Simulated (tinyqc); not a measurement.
Trap density from the barrier height.

Inverse problem. In a partly depleted grain with all boundary traps filled, 2 N W = Qt and VB = q N W^2/(2 eps0 eps_r). Find Qt, W and the doping at which VB would equal Vt.

Parameters, values chosen for the exercise: temperature T = 300 K; relative permittivity eps_r = 11.7.

Constants: q = 1.602176634e-19 C, kB = 1.380649e-23 J/K, Vt = kB T/q, eps0 = 8.8541878128e-14 F/cm where lengths are in cm. Results are converted to the units shown.

doping = 1.1e18 cm^-3
barrier height = 0.12812110 V

Answer. Eliminating W gives VB = q Qt^2/(8 eps0 eps_r N), which falls as 1/N.

Qt = 2.700e12 cm^-2
W = 12.27 nm
doping for VB = Vt = 5.452e18 cm^-3

Program tinyqc, `OMP_NUM_THREADS=1 python tinyqc.py 2830033 2830034 out.jsonl`; Intel Xeon 2.30GHz, shared host, one thread, about 0.01 s.
